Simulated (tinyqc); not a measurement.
# Worked calculation: input admittance of a MOSFET at zero drain bias: distributed channel and distributed gate

tinyqc, about 0.01 s, one thread, Intel Xeon 2.30GHz (shared host): `OMP_NUM_THREADS=1 python tinyqc.py 2262145 2262146 out.jsonl` Printed values are rounded.

Source and drain grounded, strong inversion, w = 2 pi f, Cox = eps0 eox/tox. The channel is an RC line of resistance 1/(mu Cox Vo) per square fed from both ends, so one finger has the intrinsic admittance y = i w Cox L tanh(g)/g per width, g = (1/2) sqrt(i w tau), tau = L^2/(mu Vo). The vertical resistance rv/L is in series with y, the overlaps 2 i w Cov in parallel: y_t = 1/(1/y + rv/L) + 2 i w Cov. The gate strip is a line of Rsh/L per length loaded by y_t, so a finger has Y = y_t Wf tanh(k)/k, k = (Wf/sd) sqrt(y_t Rsh/L); the device has Nf Y.

Inputs (values chosen for the exercise); values of the order met in silicon radio-frequency transistors: relative permittivity of the gate insulator (close to silicon nitride) eox = 7.71; insulator thickness tox = 5.3 nm; channel length L = 1.8 um; finger width Wf = 1.6 um; number of fingers Nf = 64; channel mobility mu = 390 cm^2/(V s); gate overdrive Vo = 0.71 V; sheet resistance of the gate Rsh = 16 ohm/square; vertical resistivity of the gate stack rv = 1.8 ohm um^2; number of ends at which a finger is contacted sd = 2; overlap and fringe capacitance on each side Cov = 0.21 fF/um; frequency f = 9.6 GHz.

Constants: eps0 = 8.8541878128e-14 F/cm where lengths are in cm. Results are converted to the units shown.

## Low-frequency resistances and capacitance

Low-frequency limits, with c = Cox L and ct = c + 2 Cov: R_strip = Rsh Wf/(3 sd^2 L Nf), R_ch = (c/ct)^2 L/(12 mu Cox Vo Wf Nf), R_vert = (c/ct)^2 rv/(L Wf Nf), C = ct Wf Nf.

parts (ohm): strip 0.0185185, channel 3.96230, vertical 0.00942119
sum = 3.99024 ohm
C = 2417.11 fF
1/(2 pi R C) = 16.5015 GHz

The channel term is the largest, 99.3 % of the sum.

## Admittance of the channel and stack per width

tau, g, c = Cox L, y and y_t as defined.

tau = 117.010 ps
g = 0.939272+0.939272i
c = 23.1846 fF/um
y = 548.17+1014.09i uS/um
y_t = 548.90+1038.31i uS/um

w tau = 7.06, and Im y is 0.725 of w c.

## Input impedance of the device

k and Y as defined; Z = 1/(Nf Y) = R + 1/(i w C); Q = |Im Z|/R; signal at the point farthest from a contact |1/cosh k|.

k = 0.0700145+0.0421829i
Nf Y = 56.358+106.101i mS
R = 3.90459 ohm
C = 2255.30 fF
Q = 1.88265
signal at the far point = 0.998438

R is 2.1 % below its low-frequency limit and C is 6.7 % below its own.
